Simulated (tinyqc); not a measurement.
# Ellipsometry and reflectance of a transparent film on an absorbing substrate: effect of the angle of incidence

Air (index 1), film, substrate with N2 = n2 - i k2; time factor exp(+i w t). q_j = sqrt(N_j^2 - sin^2 th), root with positive real part. Fresnel coefficients r_s = (q_a - q_b)/(q_a + q_b), r_p = (N_b^2 q_a - N_a^2 q_b)/(N_b^2 q_a + N_a^2 q_b). tan(Psi) exp(i Delta) = R_p/R_s, Delta taken from 0 to 360 degrees.

beta = 2 pi d q1/lam, X = exp(-2 i beta), R = (r01 + r12 X)/(1 + r01 r12 X) for p and s. dDelta/dd is the derivative of Delta; period lam/(2 q1).

Values chosen for this exercise; indices close to those of hafnium oxide on silicon:
- lam = 546.1 nm (wavelength)
- n1 = 2.062 (index of the transparent film)
- d = 25 nm (film thickness)
- n2 = 4.086 (index of the substrate)
- k2 = 0.031 (extinction coefficient of the substrate)

Result of one run:
```
Psi (degrees)  Delta (degrees)  |R_p|^2  |R_s|^2  dDelta/dd (degrees/nm)  period (nm)
17.75                    102.9  0.06666   0.6502                  -2.170        148.8
```

Which angle of incidence th gave this result: 55, 60, 65, 70 or 75 degrees?

th = 70 degrees.

The whole series:
```
th (degrees)  Psi (degrees)  Delta (degrees)  |R_p|^2  |R_s|^2  dDelta/dd (degrees/nm)  period (nm)
50                    31.14            159.0   0.1626   0.4455                 -0.9122        142.6
55                    27.82            152.0   0.1353   0.4860                  -1.203        144.3
60                    24.15            142.1   0.1072   0.5331                  -1.583        145.9
65                    20.45            126.9  0.08173   0.5875                  -2.021        147.4
70                    17.75            102.9  0.06666   0.6502                  -2.170        148.8
75                    18.28            70.23  0.07875   0.7220                  -1.324        149.9
80                    23.77            39.79   0.1559   0.8037                 -0.2920        150.7
85                    33.34            17.58   0.3877   0.8961                 0.02863        151.2
```

Psi goes from 31.1 through a minimum of 17.8 (at th = 70 among the rows listed) to 33.3 degrees and |R_p|^2 goes from 0.163 through a minimum of 0.0667 (at th = 70 among the rows listed) to 0.388. The slope of Delta is largest in size, 2.17 degrees/nm, at th = 70 among the rows. The bare substrate has its smallest |R_p| near arctan(n2) = 76.2 degrees.

tinyqc, about 0.2 s, one thread, Intel Xeon 2.30GHz (shared host): `OMP_NUM_THREADS=1 python tinyqc.py 2870164 2870165 out.jsonl`
